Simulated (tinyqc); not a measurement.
Valley splitting in a one-orbital chain of atomic planes (second-neighbour model): sweeps and comparisons. A value that a table varies takes the place of the one given here.

Each (001) plane carries one orbital with energy e0, hopping v to the next plane and u to the second: E(phi) = e0 + 2 v cos(phi) + 2 u cos(2 phi), where phi = pi - k a/4 (the sign of every second orbital is chosen so that v > 0, which shifts the phase by pi). The minimum lies at cos(phi0) = -v/(4u), phi0 = pi - (pi/2) k0 for a valley at k0 (2 pi/a), and e0 puts it at zero. A slab of N planes has hard walls: the matrix simply ends.

A well of Nw planes between barriers of 40 planes each (as of a SiGe alloy, taken as an offset alone). With x = j - 39.5 for plane j = 0, 1, ..., the potential is V0 (f(x) + f(Nw - x)) + F (j - 40) a/4, f(y) = 1/(1 + exp(y/L)), a step for L = 0; L is in planes, 4 L is about the distance over which f goes from 0.88 to 0.12, and 1 MV/m = 1e-4 V/angstrom.

Constants: hbar^2/2m0 = 3.80998211 eV angstrom^2.

Values chosen for the exercise (near those of the Delta valleys of silicon; abrupt walls in this chain split the valleys several times more than measured wells; the results hold for these values, not for the real material): a = 5.439 angstrom (lattice constant; planes lie a/4 apart); ml = 0.874 m0 (longitudinal mass); N0 = 41 (first number of planes); Nf = 120 (planes in the thick slab); V0 = 0.3 eV (barrier height); F = 10 MV/m (field); Nw = 57 (planes in the well); k0 = 0.815 2 pi/a (position of the valley).

## Splitting against the number of planes

u = 0.642150 eV
v = 0.735967 eV
e0 = 1.495172 eV
phi0 = 1.861394 rad

Ten slabs from N0 on, of thickness (N - 1) a/4 between the outer planes. Effective mass: E1 = (c/ml)(pi/W)^2 with W = (N + 2) a/4: the amplitude vanishes on two missing planes at each end, and the envelope has its nodes N + 2 spacings apart. Large-N estimate of the splitting: 16 pi^2 u |sin(phi0) sin((N + 2) phi0)|/(N + 2)^3.

Doublet (meV):

| N | thickness (angstrom) | mean level | effective mass | splitting | estimate |
|---|---|---|---|---|---|
| 41 | 54.39 | 12.58 | 12.59 | 1.217 | 1.219 |
| 42 | 55.75 | 12.00 | 12.02 | 0.285 | 0.249 |
| 43 | 57.11 | 11.48 | 11.49 | 0.910 | 0.930 |
| 44 | 58.47 | 10.99 | 11.00 | 0.736 | 0.717 |
| 45 | 59.83 | 10.52 | 10.53 | 0.403 | 0.431 |
| 46 | 61.19 | 10.10 | 10.10 | 0.865 | 0.863 |
| 47 | 62.55 | 9.68 | 9.69 | 0.108 | 0.084 |
| 48 | 63.91 | 9.30 | 9.31 | 0.707 | 0.718 |
| 49 | 65.27 | 8.94 | 8.95 | 0.477 | 0.462 |
| 50 | 66.63 | 8.60 | 8.61 | 0.371 | 0.388 |

The mean level falls smoothly, from 12.6 to 8.6 meV, within 0.3 % of the effective-mass value. The splitting swings between 0.108 (N = 47) and 1.217 meV (N = 41): one plane more or less changes the phase between the two walls by phi0 = 1.861 rad. The estimate misses the computed values by at most 0.036 meV.

## Splitting against the electric field

A thick slab in a field F: plane j = 0, 1, ... gains the energy F j a/4 (1 MV/m = 1e-4 V/angstrom), which presses the electron against the first wall. The exponent is the slope of ln(splitting) against ln F between 20 and 50 MV/m.

Doublet:

| F (MV/m) | mean level (meV) | splitting (meV) | splitting/F (meV per MV/m) |
|---|---|---|---|
| 1 | 8.03 | 0.1432 | 0.1432 |
| 2 | 12.65 | 0.2840 | 0.1420 |
| 5 | 23.02 | 0.7101 | 0.1420 |
| 10 | 36.10 | 1.4207 | 0.1421 |
| 20 | 56.42 | 2.8430 | 0.1422 |
| 30 | 73.10 | 4.2667 | 0.1422 |
| 50 | 101.03 | 7.1176 | 0.1424 |

exponent = 1.00

The splitting goes from 0.1432 to 7.1176 meV. At high field it grows as F^1.00: at a single hard wall it follows the squared slope of the envelope, which is proportional to F, while the level itself grows about as F^(2/3) (here F^0.64). A hard wall is the sharpest interface possible; real Si interfaces split several times less.

## Sharp and graded interfaces

The lowest doublet for several interface widths L.

Doublet:

| L (planes) | 4 L (angstrom) | mean level (meV) | splitting (micro-eV) |
|---|---|---|---|
| 0.00 | 0.00 | 33.34 | 1421.51 |
| 0.25 | 1.36 | 33.54 | 733.71 |
| 0.50 | 2.72 | 33.85 | 147.89 |
| 0.75 | 4.08 | 34.23 | 30.71 |
| 1.00 | 5.44 | 34.71 | 6.03 |
| 1.50 | 8.16 | 35.90 | 0.19 |
| 2.00 | 10.88 | 37.34 | 0.01 |

The mean level moves by +4.0 meV over the table, while the splitting falls from 1421.5 micro-eV at a step to 6.03 at L = 1 plane, a factor 236. Coupling the valleys needs the Fourier component of the potential at twice the valley wave vector, a period of a few planes, and grading removes it. Random alloy disorder, left out here, sets the splitting once this part is gone.

## What each parameter does

Step interfaces (L = 0). u, v, e0 follow from 8 u sin^2(phi0) = (2c/ml)/(a/4)^2, v = -4u cos(phi0), e0 = 2u + v^2/(4u), c = hbar^2/2m0. Each row changes one parameter from the base and keeps the others.

Results:

| case | mean level (meV) | splitting (micro-eV) |
|---|---|---|
| base | 33.34 | 1421.5 |
| k0 = 0.825 2 pi/a | 33.35 | 1417.9 |
| ml = 0.961 m0 | 32.32 | 1421.2 |
| V0 = 0.45 eV | 34.03 | 1421.7 |
| F = 20 MV/m | 50.81 | 2842.2 |
| Nw = 58 | 33.34 | 1423.4 |

The largest shifts from the base row, up to three for each result and ties (the steps differ in size, so this ranks the rows, not the parameters). mean level (meV): F +17.46, ml -1.02, V0 +0.69; unchanged at the printed digits by Nw. splitting (micro-eV): F +1420.7, k0 -3.6, Nw +1.9.

Run: tinyqc, `OMP_NUM_THREADS=1 python tinyqc.py 1482519 1482520 out.jsonl`; Intel(R) Xeon(R) Processor @ 2.30GHz, one thread, shared host; about 0.01 s of CPU time with all checks.
